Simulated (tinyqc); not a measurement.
Worked calculation: classical Heisenberg spin chain: exact results, Metropolis, heat-bath and over-relaxation steps, and a Monte Carlo run. Computed by tinyqc, a small Python program that keeps every step. Command: `OMP_NUM_THREADS=1 python tinyqc.py 3130009 3130010 out.jsonl heismc walk`. One thread of a shared host (Intel(R) Xeon(R) Processor @ 2.30GHz), about 0.3 s of CPU time with the checks. Intermediate numbers are printed to about 7 digits and carried at full precision; extremes and crossings named in words are read from the listed rows.

E = -J sum_i s_i . s_(i+1) for unit vectors s_i on an open chain; K = J/(k_B T).

Inputs (values chosen for the exercise, for a model chain of large moments):
```
quantity                     value  unit
coupling J                     6.2   meV
temperature T                  145     K
moment mu                      5.9  mu_B
length N of the open chain       8     -
seed                        569903     -
```

Update: Metropolis.

Constants: k_B = 8.617333262e-05 eV/K; mu_B = 5.7883818060e-05 eV/T.

## Exact results

Each bond angle is independent, so u = <s_i . s_(i+1)> = coth K - 1/K, <s_i . s_(i+n)> = u^n, correlation length xi = -1/ln|u|, energy per bond -J u, heat capacity per bond c/k_B = 1 - K^2/sinh^2 K, and for the long chain chi = mu^2 (1 + u)/(3 k_B T (1 - u)) per spin.

K = 0.4961932

u = 0.1627450

xi = 0.5507911 sites

energy per bond = -1.009019 meV

heat capacity = 0.07818067 k_B/bond

chi over the Curie value = 1.388759

chi = 0.07464931 mu_B/T per spin

For |K| << 1, u = K/3 = 0.1654.

## Finite chain

For N spins, <|sum s|^2>/N = (1 + u)/(1 - u) - 2 u (1 - u^N)/(N (1 - u)^2); the long chain has (1 + u)/(1 - u), chi over the Curie value, and the difference is relative to it.

<|sum s|^2>/N = 1.330718

difference from the long chain = -4.179317 %

## Four single-spin steps

four neighbouring spins (rows; components x, y, z):
```
         1        2        3
1  -0.8670  -0.2244   0.4450
2   0.8172  -0.5740  -0.0511
3   0.4557   0.3261  -0.8282
4  -0.1733  -0.9062  -0.3857
```

random numbers, one row a step:
```
        1       2       3
1  0.2020  0.3430  0.4329
2  0.6401  0.6545  0.2702
3  0.5263  0.6276  0.5930
4  0.2033  0.6665  0.9608
```

The given spins are first normalised. Spins 2 and 3 are updated in turn, with h = K (sum of the two neighbours). Trial spin with z = 2 r1 - 1 and azimuth 2 pi r2; it is accepted if r3 < min(1, exp(h . s_trial - h . s_old)).

Steps:
```
spin        |h|  h . s before  h . s trial  acceptance  accepted           x           y        z
2     0.2834626    -0.1860212    0.2375344    1.000000       yes  -0.4429630   0.6697520  -0.5960
3     0.5869832     0.2258302    0.1222153    0.901572       yes  -0.5420588  -0.7922501   0.2802
2     0.9342168    -0.2426189    0.8664645    1.000000       yes  -0.6944987  -0.7175687   0.0526
3     0.9283803     0.8254152    0.8329804    1.000000       yes  -0.4031836  -0.6966487  -0.5934
```

## A run and its error bars

From the ordered state (alternating for J < 0), with trial spins uniform on the sphere, 200 sweeps are discarded and 1600 recorded (even and odd sites in turn; random numbers not printed, so these rows are one sample). Errors are the scatter of block means over sqrt(number of blocks).

Blocking:
```
block length  mean bond product        error  <|sum s|^2>/N       error
1                     0.1664805  0.005243079       1.340728  0.02447486
4                     0.1664805  0.005761825       1.340728  0.02620142
16                    0.1664805  0.006127416       1.340728  0.02889318
40                    0.1664805  0.006288173       1.340728  0.02681563
80                    0.1664805  0.006978414       1.340728  0.02789185
```

With blocks of 40 the bond product is 0.6 error bars from the exact u = 0.1627, and <|sum s|^2>/N is 0.4 from the exact 1.331. Blocking to 40 changes the two errors by factors 1.2 and 1.1. 80 % of the trial spins are accepted.

Checks made by the program: c against a difference of the energy (relative difference 4e-09).
